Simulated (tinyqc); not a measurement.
Kinetic Monte Carlo and master equation for a particle on a ring of sites with traps and bias. Changing the temperature T. Computed by tinyqc, a small Python program. Command: `OMP_NUM_THREADS=1 python tinyqc.py 3003227 3003228 out.jsonl kmc sweep`. One thread of a shared host (Intel(R) Xeon(R) Processor @ 2.30GHz), about 0.01 s of CPU time with the checks.

6 sites on a ring, numbered 1 to 6. The saddle between i and i+1 lies at E0 + s b_i and site i at s eps_i; a force F tilts the landscape, with the saddle half-way.

Inputs (values chosen for the exercise, for a model defect):

| quantity | value | unit |
|---|---|---|
| reference barrier E0 | 0.59 | eV |
| scale factor s of the disorder | 1 | - |
| attempt frequency nu | 5.6 | THz |
| site spacing a | 3.5 | angstrom |
| force F along the ring | 0.00033 | eV/angstrom |

Disorder: random barriers.

site energies eps_i (eV): 0  0  0  0  0  0

saddle shifts b_i between sites i and i+1 (eV): -0.017  -0.065  -0.068  0.0079  0.032  0.068

Constants: k_B = 8.617333262e-05 eV/K.

Method:
- Rates: k(i to i+1) = nu exp(-(E0 + s b_i - s eps_i - F a/2)/(k_B T)), k(i to i-1) = nu exp(-(E0 + s b_(i-1) - s eps_i + F a/2)/(k_B T)).
- Share right = k right/(k right + k left); mean stay = 1/(k right + k left).
- Master equation dP/dt = W P, W_(i+1,i) = k right, W_(i-1,i) = k left, columns summing to zero. The steady state is its null vector; drift v = a sum P_i (k right - k left). D = a^2 lambda''(0)/2, where lambda(q) is the leading eigenvalue of W with right hops weighted by exp(q) and left hops by exp(-q).
- The slowest relaxation rate is minus the real part of the next eigenvalue of W. 1 angstrom = 1e-8 cm.
- At zero force D0 = a^2 nu exp(-E0/(k_B T)) / [<exp(-s eps/(k_B T))> <exp(s b/(k_B T))>], with means over the ring; Einstein relation v = D0 F/(k_B T); 1 angstrom = 1e-8 cm.

One run for each value:

| temperature T (K) | zero-force diffusivity D0 (cm^2/s) | D0 over the value without disorder | drift velocity v (cm/s) |
|---|---|---|---|
| 280 | 4.388e-14 | 0.2664 | 6.003e-08 |
| 350 | 9.061e-12 | 0.4135 | 9.915e-06 |
| 420 | 3.071e-10 | 0.5379 | 2.801e-04 |
| 520 | 8.815e-09 | 0.6716 | 6.492e-03 |
| 630 | 1.009e-07 | 0.7714 | 6.132e-02 |
| 770 | 8.039e-07 | 0.8521 | 3.998e-01 |
| 940 | 4.287e-06 | 0.9101 | 1.746e+00 |
| 1100 | 1.281e-05 | 0.9426 | 4.459e+00 |

Describe and explain the trends.

Over the rows, zero-force diffusivity D0 (cm^2/s) rises from 4.39e-14 to 1.28e-5 (exponent d ln y / d ln x 24 between the first rows and 7.0 between the last); D0 over the value without disorder rises from 0.266 to 0.943 (exponent d ln y / d ln x 2.0 between the first rows and 0.22 between the last); drift velocity v (cm/s) rises from 6.00e-8 to 4.46 (exponent d ln y / d ln x 23 between the first rows and 6.0 between the last). The apparent barrier of D0 is 0.643 eV between the coldest rows and 0.610 eV between the hottest; at low T it tends to the highest saddle minus the deepest site, 0.658 eV, at high T to the mean difference, 0.583 eV.

Extremes, crossings and ranges named in words are read from the listed rows.
